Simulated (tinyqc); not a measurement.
Two branches across an indirect gap: complex band structure along [001] in sp3s* tight binding.

For k = (0, 0, kz) the phase sums are g0 = cos(phi) and g3 = i sin(phi), phi = kz a/4, and the s, pz, s* orbitals of anion (a) and cation (c) decouple from px, py. With z = exp(i phi), H(z) = H0 + z T + T^T/z for any complex z. H0 is diagonal (Esa, Epa, Exa, Esc, Epc, Exc). The anion-cation block is B(z) = z U + W/z and the cation-anion block z W^T + U^T/z, where U has Vss/2 (s,s), Vsapc/2 (s,z), -Vscpa/2 (z,s), Vxx/2 (z,z), Vxapc/2 (s*,z), -Vpaxc/2 (z,s*), and W has the same values with the s-z and s*-z signs reversed. |z| = 1 is a band state, |z| < 1 decays along [001] as exp(-kappa d) over a distance d, kappa = -(4/a) ln|z|. No spin-orbit coupling.

Inputs chosen for the exercise (out of a larger set: near a published set for Ge, fitted to gaps, whose masses and valley positions are rough (light masses up to twice too heavy); not measured data):
- p = (-5.902, 1.609, -5.902, 1.609, 6.436, 6.436, -6.825, 1.607, 4.935, 5.449, 5.449, 5.209, 5.209) eV (order Esa, Epa, Esc, Epc, Exa, Exc, Vss, Vxx, Vxy, Vsapc, Vscpa, Vxapc, Vpaxc)
- a = 5.656 angstrom (lattice constant)
- Eg = 0.754 eV (top of the energy range, the indirect gap)

Ev = 0.00200 eV

The smallest kappa with Re kz = 0 and the smallest with Re kz > 0, at energies E from Ev; a dash: no such root.

Decay constants:

| E/Eg | E (eV) | kappa at Gamma (1/angstrom) | kappa off Gamma (1/angstrom) | its Re kz (2 pi/a) |
|---|---|---|---|---|
| 0.05 | 0.0377 | 0.0226 | 0.4055 | 0.784 |
| 0.20 | 0.1508 | 0.0426 | 0.3766 | 0.788 |
| 0.35 | 0.2639 | 0.0527 | 0.3445 | 0.791 |
| 0.50 | 0.3770 | 0.0579 | 0.3080 | 0.795 |
| 0.65 | 0.4901 | 0.0595 | 0.2652 | 0.798 |
| 0.80 | 0.6032 | 0.0575 | 0.2124 | 0.802 |
| 0.90 | 0.6786 | 0.0538 | 0.1669 | 0.805 |
| 0.97 | 0.7314 | 0.0497 | 0.1248 | 0.807 |

How do the results move, and what explains it?

The branch at Gamma decays more slowly on all rows listed; the other takes over only closer to its band edge, where its kappa goes to zero. The two differ in Re kz, so passing from one to the other needs kz from an abrupt interface, a steep field, a phonon or a defect. Valleys off the [001] axis, such as L, are not seen on these branches.

Run: tinyqc, `OMP_NUM_THREADS=1 python tinyqc.py 1481869 1481870 out.jsonl`; Intel(R) Xeon(R) Processor @ 2.30GHz, one thread, shared host; about 0.01 s of CPU time with all checks.
